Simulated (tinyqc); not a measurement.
# Length offset and series resistance from crossing lines

Question. R_total = Rs + k (L - dL)/Vo with constant Rs, dL and k. Find k, dL and Rs.

R_total at (L, Vo) = (40, 0.34), (80, 0.34), (40, 0.75) and (80, 0.75), L in nm and Vo in V (ohm um): [515.58824, 1056.7647, 304.8, 550.13333]

Solution. At each overdrive R is a straight line in L with slope k/Vo; the two lines cross at L = dL, R = Rs.

k = 4.600 ohm um V/nm
dL = 11.50 nm
Rs = 130.0 ohm um

tinyqc, about 0.03 s, one thread, Intel Xeon 2.30GHz (shared host): `OMP_NUM_THREADS=1 python tinyqc.py 2282012 2282013 out.jsonl`
